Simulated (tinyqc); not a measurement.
# Worked calculation: resistance of a source-drain extension with a graded tip

Computed by the program tinyqc: `OMP_NUM_THREADS=1 python tinyqc.py 2282238 2282239 out.jsonl`, one thread of a shared Intel Xeon 2.30GHz, about 0.06 s for the whole run. Printed values are rounded.

y runs along the channel, the gate covers y > 0. The doping is N0 for y < y0 and N0 10^(-(y - y0)/la) beyond, uniform over the depth xj. Sheet conductance s(y) = q mu(N) max(N - Nch, 0) xj + (for y > 0) ma Cox Vo, with mu(N) = u0 + (u1 - u0)/(1 + (N/Nr)^au) and Cox = eps0 eox/tox. Current is taken as one-dimensional; depletion of the tip, spreading and the contact are left out. The metallurgical junction lies at yj, where N = Nch.

Values chosen for this exercise; mobility law close to that of holes in silicon:
```
symbol,value,unit,meaning
eox,9.17,,relative permittivity of the gate insulator (close to aluminium oxide)
tox,8.2,nm,insulator thickness
N0,1.8e20,cm^-3,active doping of the extension far from the gate
la,2.3,nm/decade,lateral abruptness
y0,4.9,nm,position under the gate where the fall begins (gate edge at 0)
xj,29,nm,depth of the extension
Nch,1.9e18,cm^-3,channel doping
Vo,0.79,V,gate overdrive
ma,52,cm^2/(V s),mobility of the gate-induced layer
u1,470.5,cm^2/(V s),mobility at low doping
u0,44.9,cm^2/(V s),mobility at high doping
Nr,2.23e17,cm^-3,reference doping
au,0.719,,exponent
Lg,45,nm,gate length
```

Constants: q = 1.602176634e-19 C, eps0 = 8.8541878128e-14 F/cm where lengths are in cm. Results are converted to the units shown.

## Sheet resistances and junction position

yj = y0 + la log10(N0/Nch); sheet resistance of the full extension 1/[q mu(N0)(N0 - Nch) xj] and of the gate-induced layer 1/(ma Cox Vo); metallurgical length Lg - 2 yj; ye is where the doped and the gate-induced conductances are equal.

yj = 9.445993 nm
sheet resistance of the extension = 250.0374 ohm/square
sheet resistance of the induced layer = 24584.72 ohm/square
metallurgical length = 26.10801 nm
ye = 9.083127 nm
N at ye = 2.732257e18 cm^-3

The gate takes over 0.363 nm before the junction, where N is still 1.44 times the channel doping.

## Resistance of the overlapped part

Midpoint rule on 9 equal steps from 0 to yj: R_ov = sum h/s(y), per width.

| point | y (nm) | N (cm^-3) | doped conductance (uS) | sheet resistance (ohm/square) |
|---|---|---|---|---|
| 0 | 0.5247774 | 1.8e20 | 3999.401 | 247.5200 |
| 1 | 1.574332 | 1.8e20 | 3999.401 | 247.5200 |
| 2 | 2.623887 | 1.8e20 | 3999.401 | 247.5200 |
| 3 | 3.673442 | 1.8e20 | 3999.401 | 247.5200 |
| 4 | 4.722997 | 1.8e20 | 3999.401 | 247.5200 |
| 5 | 5.772552 | 7.514538e19 | 1745.303 | 559.9172 |
| 6 | 6.822106 | 2.627690e19 | 659.9025 | 1427.393 |
| 7 | 7.871661 | 9.188527e18 | 245.0841 | 3499.443 |
| 8 | 8.921216 | 3.213052e18 | 60.64588 | 9869.569 |

R_ov = 17.416 ohm um

The exact integral is 19.200 ohm um; the coarse sum is 9.3 % below it.
